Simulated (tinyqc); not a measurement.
Planar ballistic transistor, top-of-the-barrier model: one step of the calculation.

At the top of the source barrier, states moving towards the drain are filled by the source (Fermi level 0) and states moving back by the drain (Fermi level -q Vd); nothing scatters. U is the shift of the band edge there, set by the capacitances CG, CD and CS (the total) and by the charge. Parabolic two-dimensional band; the source is grounded.

Task. Density of states, capacitances and charge at zero bias. N0 = gv m kB T/(pi hbar^2), CG = eps0 eox/tox, vT = sqrt(2 kB T/(pi m)), CS = CG/aG, n0 = n at U = 0 and Vd = 0. eta1 = -(E0 + U)/Vt, eta2 = eta1 - Vd/Vt, n = (N0/2)[F_0(eta1) + F_0(eta2)], F_0(x) = ln(1 + exp x). UL = -(aG Vg + aD Vd).

Values chosen for this exercise; mass and valleys close to those of indium arsenide: temperature T = 250 K; effective mass m = 0.0295 m0; valley degeneracy gv = 1; relative permittivity of the gate insulator eox = 22; insulator thickness tox = 3.1 nm; gate control CG/CS aG = 0.92; drain control CD/CS aD = 0.04; band edge at the barrier top above the source Fermi level at zero bias E0 = 0.18 eV; gate voltage Vg = 0.37 V; drain voltage Vd = 0.05 V.

Constants: q = 1.602176634e-19 C, kB = 1.380649e-23 J/K, hbar = 1.054571817e-34 J s, m0 = 9.1093837015e-31 kg, Vt = kB T/q, eps0 = 8.8541878128e-14 F/cm where lengths are in cm. Results are converted to the units shown.

Find: N0; CG; CS; n0; UL.

Result.

N0 = 2.655e11 cm^-2
CG = 6.284 uF/cm^2
CS = 6.830 uF/cm^2
n0 = 6.242e7 cm^-2
UL = -0.3424 eV

Program tinyqc, `OMP_NUM_THREADS=1 python tinyqc.py 2400145 2400146 out.jsonl`; Intel Xeon 2.30GHz, shared host, one thread, about 0.02 s.
